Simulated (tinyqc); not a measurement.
Admittance spectroscopy of a deep trap: one step of the calculation.

Schottky contact on an n-type layer with shallow donors Nd (all ionised) and a donor-like deep trap, neutral when filled and positive when empty; depletion approximation. Traps within lam of the depletion edge stay filled. The traps at xt = W - lam, where the level crosses the Fermi level, follow a slow signal and not a fast one. w = 2 pi f.

Task. Widths and limiting capacitances. lam = sqrt(2 eps0 eps_r (EF - ET)/(q Nd)), EF - ET = Et - (kB T/q) ln(Nc(T)/Nd), Nc(T) = Nc (T/300 K)^1.5. In the steady state at the band bending V, 2 eps0 eps_r V/q = Nd W^2 + Nt (W - lam)^2 (the second term only if W > lam). V = Vbi + Vr. C_HF = eps0 eps_r/W, C_LF = eps0 eps_r (Nd + Nt)/(Nd W + Nt xt).

Parameters, values chosen for the exercise; material values close to those of silicon: relative permittivity eps_r = 11.8; conduction-band density of states at 300 K Nc = 2.78e19 cm^-3; shallow donor density Nd = 1.6e15 cm^-3; built-in voltage Vbi = 0.64 V; depth of the trap below the conduction edge Et = 0.33 eV; trap density Nt = 8.6e14 cm^-3; reverse bias Vr = 0 V; temperature T = 201 K.

Constants: q = 1.602176634e-19 C, kB = 1.380649e-23 J/K, eps0 = 8.8541878128e-14 F/cm where lengths are in cm. Results are converted to the units shown.

Find: lam; W; xt; C_HF; C_LF.

Result.

lam = 373.7 nm
W = 685.2 nm
xt = 311.5 nm
C_HF = 15.25 nF/cm^2
C_LF = 18.84 nF/cm^2

The step is 23.6 % of C_HF.

Program tinyqc, `OMP_NUM_THREADS=1 python tinyqc.py 2050036 2050037 out.jsonl`; Intel Xeon 2.30GHz, shared host, one thread, about 0.01 s.
